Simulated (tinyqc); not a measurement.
Hot carriers by balance equations with a heated Maxwellian: one step, computed by the program tinyqc. Command: `OMP_NUM_THREADS=1 python tinyqc.py 3027135 3027136 out.jsonl hot walk`. One thread of a shared host (Intel(R) Xeon(R) Processor @ 2.30GHz), about 0.02 s of CPU time with the checks.

The carriers follow a Maxwellian at an electron temperature T_e, slightly displaced; the drift energy is neglected against k_B T_e. The balance averages the rate, not the time, so mu_0 lies below the relaxation-time value.

Task: Drift velocity. Parabolic band: E = hbar^2 k^2/(2 m), speed v = hbar k/m, states per spin, volume and energy g(E) = m k/(2 pi^2 hbar^2). Masses are multiplied by m_0 and all formulas are in SI units. Phonon occupation N_q = 1/(exp(hbar w/(k_B T)) - 1). Acoustic deformation potential (elastic, equipartition, absorption and emission together): 1/tau = 2 pi k_B T D_A^2 g(E)/(hbar rho v_l^2). Optical or intervalley deformation potential: 1/tau = (pi Z_f D_o^2/(rho w)) [N_q g(E + hbar w) + (N_q + 1) g(E - hbar w)], with g = 0 below the band edge. Averages over the Maxwellian, <y> = int y x^(1/2) exp(-x) dx / int x^(1/2) exp(-x) dx with x = E/(k_B T_e), split at x_0 = hbar w/(k_B T_e): 64 Gauss-Legendre points in sqrt(x) below it and 128 in sqrt(x - x_0) above it, up to x = 32. Momentum balance: mu(T_e) = e/(m nu), nu = <x (sum of rates)>/<x>. Power lost per carrier: P(T_e) = hbar w <emission rate - absorption rate> + <(2 m v_l^2/(k_B T)) (E - 2 k_B T) acoustic rate>. v = mu(T_e) F; warm-carrier coefficient (mu/mu_0 - 1)/F^2.

Inputs (values chosen for the exercise, modelled on electrons in diamond):

| quantity | value | unit |
|---|---|---|
| effective mass m | 0.496 | m_0 |
| density rho | 3515 | kg/m^3 |
| sound velocity v_l | 18700 | m/s |
| acoustic deformation potential D_A | 8 | eV |
| phonon energy hbar w | 142 | meV |
| optical or intervalley deformation potential D_o | 8.4 | 1e8 eV/cm |
| final valleys Z_f | 5 | - |
| lattice temperature T | 150 | K |
| electric field F | 1.5 | kV/cm |

Band: parabolic. Solver: damped fixed point.

electron temperature T_e = 327.8469 K

low-field mobility mu_0 = 16784.13 cm^2/(V s)

Constants: k_B = 8.617333262e-05 eV/K; k_B = 1.380649e-23 J/K; e = 1.602176634e-19 C; hbar = 1.054571817e-34 J s; m_0 = 9.1093837015e-31 kg; hbar = 6.582119569e-16 eV s.

Give: mobility mu(T_e); drift velocity; mu/mu_0; (mu/mu_0 - 1)/F^2.

Result:

mobility mu(T_e) = 5406.3 cm^2/(V s)

drift velocity = 0.81094 1e7 cm/s

mu/mu_0 = 0.32211

(mu/mu_0 - 1)/F^2 = -0.30129 cm^2/kV^2

Caution: the drift energy m v^2/2 is not small against the heating (3/2) k_B (T_e - T), so T_e - T is rough.
